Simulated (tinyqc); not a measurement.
Vacuum evaporation: vapour pressure, source flux, thickness distribution, purity and step coverage: one step, computed by the program tinyqc. Command: `OMP_NUM_THREADS=1 python tinyqc.py 3110060 3110061 out.jsonl evap walk`. One thread of a shared host (Intel(R) Xeon(R) Processor @ 2.30GHz), about 0.01 s of CPU time with the checks.

Molecular flow, unit sticking of the metal, no re-evaporation. The background gas is taken as water vapour (18.015 g/mol, collision diameter 0.37 nm) at 300 K.

Question. Vapour pressure and flux. log10(p_v/Pa) = A - B/T; flux from the surface Phi = p_v/sqrt(2 pi m k_B T), m = M u. Mass loss = Phi x area x m; heat of evaporation = ln(10) R B; d ln Phi/dT = ln(10) B/T^2 - 1/(2 T).

Inputs (values chosen for the exercise, modelled on titanium, with constants for the liquid):
```
quantity                    value   unit
molar mass M                47.87  g/mol
vapour-pressure constant A  11.39      -
vapour-pressure constant B  22780      K
source temperature T         2090      K
source area                   3.4   cm^2
```

Constants: u = 1.6605390666e-27 kg; k_B = 1.380649e-23 J/K; R = 8.314462618 J/(mol K).

Give: vapour pressure p_v; flux Phi; mass loss; heat of evaporation; change of flux per kelvin.

Answer.

vapour pressure p_v = 3.0937 Pa

flux Phi = 2.5770e+18 1/(cm^2 s)

mass loss = 2.5073 g/h

heat of evaporation = 436.12 kJ/mol

change of flux per kelvin = 1.1769 %/K

Holding the rate to 1 % needs the temperature to about 0.85 K.
